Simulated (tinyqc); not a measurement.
Undoped symmetric double-gate MOSFET, analytic potential model: one step of the calculation.

An undoped body of thickness ts between two equal insulators and tied gates; long channel, electrons only, n = ni exp((psi - V)/Vt) with V the quasi-Fermi potential (0 at the source, Vd at the drain), constant mobility, no quantisation. Across the body psi(x) = V - 2 Vt ln[(ts/(2 beta)) sqrt(q ni/(2 eps0 eps_r Vt)) cos(2 beta x/ts)], x from the centre. Q is the electron charge per area of the whole body.

Task. beta at the source by Newton steps. With V = 0: f = ln(beta) - ln(cos beta) + 2 r beta tan(beta) - (Vg - V0)/(2 Vt); f' = 1/beta + tan(beta) + 2 r [tan(beta) + beta/cos^2(beta)]; beta(new) = beta - f/f'.

Parameters, values chosen for the exercise:
- T = 325 K (temperature)
- Vg = 1.07 V (gate voltage)

Constants: q = 1.602176634e-19 C, kB = 1.380649e-23 J/K, Vt = kB T/q. Results are converted to the units shown.

beta at the start = 1.2
r = 0.23027295
V0 = 0.38787141 V

Give: f; f'; beta after iteration 1.

Result.

f = -9.5592
f' = 8.7991
beta after iteration 1 = 2.2864

Numbers from tinyqc (`OMP_NUM_THREADS=1 python tinyqc.py 2440003 2440004 out.jsonl`; about 0.01 s on one thread of a shared Intel Xeon 2.30GHz).
